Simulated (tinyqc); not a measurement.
Raising U: Hubbard chain of 2 sites, mean field against exact. Computed by the program tinyqc. 

one-body matrix (hopping and site energies) (eV):
```
         1        2
1   0.0000  -0.9700
2  -0.9700   0.0000
```

electrons, up and down: 1  1

Collinear unrestricted mean field (the lowest of 40 random starts) against exact diagonalisation.

Exact and mean-field results (eV):

| U | U/t | E exact | E mean field | mean \|n_up - n_down\| | double occupancy, exact | first gap in the sector |
|---|---|---|---|---|---|---|
| 0.480 | 0.495 | -1.71479 | -1.70000 | 0.000 | 0.219 | 1.715 |
| 0.970 | 1.000 | -1.51471 | -1.45500 | 0.000 | 0.189 | 1.515 |
| 1.940 | 2.000 | -1.19899 | -0.97000 | 5.18e-04 | 0.138 | 1.199 |
| 2.910 | 3.000 | -0.97000 | -0.64667 | 0.745 | 0.100 | 0.970 |
| 3.880 | 4.000 | -0.80357 | -0.48500 | 0.866 | 0.073 | 0.804 |
| 5.820 | 6.000 | -0.58738 | -0.32333 | 0.943 | 0.042 | 0.587 |
| 7.760 | 8.000 | -0.45797 | -0.24250 | 0.968 | 0.026 | 0.458 |
| 11.640 | 12.000 | -0.31482 | -0.16167 | 0.986 | 0.013 | 0.315 |
| 19.400 | 20.000 | -0.19210 | -0.09700 | 0.995 | 4.85e-03 | 0.192 |

In absolute terms mean field is worst at U/t = 3.0, 0.323 eV too high: at small U it is nearly exact, and at large U it misses only exchange-scale energies. For the symmetric dimer the instability lies at U = 2t. Its local moments set in at U/t = 3.0 of those listed, a broken symmetry that the exact state of a finite cluster with equal spins does not have. Relative to the exact energy its error is 0.9 % at the smallest U, 50 % at most and 50 % at the largest. The double occupancy falls from 0.219 to 0.005; at the largest U the first gap is 0.99 times the exchange scale 4t^2/U.
